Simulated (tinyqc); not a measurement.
Long-channel MOSFET, surface-potential model: one step of the calculation.

n-channel transistor on a uniformly doped p-type body, gradual-channel approximation, constant mobility, Boltzmann statistics, full ionisation. Potentials are counted from the neutral body; V is the electron quasi-Fermi potential, Vsb at the source and Vsb + Vds at the drain. Charges are magnitudes per area.

Question. Inversion charge along the channel. The surface potential psi at channel potential V solves Vgs + Vsb - Vfb - psi = gamma sqrt(G), G = psi - Vt + Vt exp((psi - 2 phiF - V)/Vt). Charge sheet: Qi = Cox gamma [sqrt(G) - sqrt(psi - Vt)]. Pao-Sah: Qi = (Cox gamma/2) integral from 3 Vt to psi of exp((u - 2 phiF - V)/Vt)/sqrt(G(u, V)) du.

Values chosen for this exercise; material values those of a made-up semiconductor: temperature T = 300 K; flat-band voltage Vfb = -0.77 V; source-body reverse bias Vsb = 0 V; gate-source voltage Vgs = 2.75 V.

Constants: q = 1.602176634e-19 C, kB = 1.380649e-23 J/K, Vt = kB T/q. Results are converted to the units shown.

V, point 0 to 6 (V): 0  0.083333333  0.16666667  0.25  0.33333333  0.41666667  0.5
phiF = 0.46114556 V
Cox = 0.28960573 uF/cm^2
gamma = 1.2837813 V^0.5

Give: psi; Qi, charge sheet; Qi, Pao-Sah.

Answer.

```
point  psi (V)  Qi, charge sheet (nC/cm^2)  Qi, Pao-Sah (nC/cm^2)
0        1.043                       342.6                  346.4
1        1.123                       304.9                  308.1
2        1.202                       267.9                  270.5
3        1.282                       231.6                  233.7
4        1.361                       195.9                  197.6
5        1.439                       160.9                  162.3
6        1.515                       126.8                  127.8
```

At the source the charge-sheet charge is 1.1 % below the Pao-Sah one.

Numbers from tinyqc (`OMP_NUM_THREADS=1 python tinyqc.py 2360172 2360173 out.jsonl`; about 0.06 s on one thread of a shared Intel Xeon 2.30GHz).
